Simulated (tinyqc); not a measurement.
## Bandgap voltage reference from two bipolar transistors: effect of the area ratio of the second transistor

Two transistors of area 1 and N carry the same current I. Is(T) = Is (T/T0)^eta exp[(Vg0 q/kB)(1/T0 - 1/T)], VBE1 = Vt ln(I/Is(T)) + I rb, VBE2 = Vt ln(I/(N Is(T))) + I rb/N. The amplifier forces I R1(T) = VBE1 - VBE2 + Vos, with R(T) = R (1 + tc (T - T0)) for both resistors, and the output is Vref = VBE1 + I R2(T). Base currents and the Early effect are neglected.

Vt = kB T/q; I = (Vt ln N + Vos)/(R1(T) - rb (1 - 1/N)). Box coefficient: span of Vref between 233 and 398 K over its average over T and over 165 K. The last column is the R2 that gives zero slope at T0.

Inputs (values chosen for the exercise); values of the order met in silicon bipolar transistors: reference temperature T0 = 298 K; band-gap voltage extrapolated to 0 K Vg0 = 1.156 V; temperature exponent of the saturation current eta = 3.1; saturation current of the unit transistor at T0 Is = 7.9e-18 A; resistor across which the difference of VBE falls, at T0 R1 = 20 kohm; temperature coefficient of both resistors tc = 900 ppm/K; offset of the amplifier Vos = 1 mV; series resistance of the unit transistor rb = 0 ohm; output resistor at T0 R2 = 212.4 kohm.

Constants: q = 1.602176634e-19 C, kB = 1.380649e-23 J/K. Results are converted to the units shown.

Results:

| N | I at T0 (uA) | Vref at T0 (V) | slope at T0 (uV/K) | box coefficient (ppm/K) | R2 for zero slope (kohm) |
|---|---|---|---|---|---|
| 2 | 0.9400 | 0.8545 | -1256 | 1523 | 632.9 |
| 8 | 2.720 | 1.260 | 107.3 | 76.92 | 200.4 |
| 15 | 3.527 | 1.438 | 705.4 | 479.5 | 151.9 |
| 24 | 4.131 | 1.570 | 1149 | 716.6 | 128.5 |
| 48 | 5.021 | 1.764 | 1801 | 997.4 | 104.4 |
| 100 | 5.963 | 1.969 | 2487 | 1231 | 87.05 |

Estimate the missing row, N = 4.

Computed row:

| N | I at T0 (uA) | Vref at T0 (V) | slope at T0 (uV/K) | box coefficient (ppm/K) | R2 for zero slope (kohm) |
|---|---|---|---|---|---|
| 4 | 1.830 | 1.061 | -561.9 | 545.1 | 306.5 |

With this row back in the table: As N goes from 2 to 100, Vref rises from 0.8545 to 1.969 V and the box coefficient goes from 1520 through a minimum of 76.9 (at N = 8 among the rows listed) to 1230 ppm/K. A larger N needs a smaller R2/R1, which lowers the gain seen by offset and noise.

Program tinyqc, `OMP_NUM_THREADS=1 python tinyqc.py 2062059 2062060 out.jsonl`; Intel Xeon 2.30GHz, shared host, one thread, about 0.02 s.
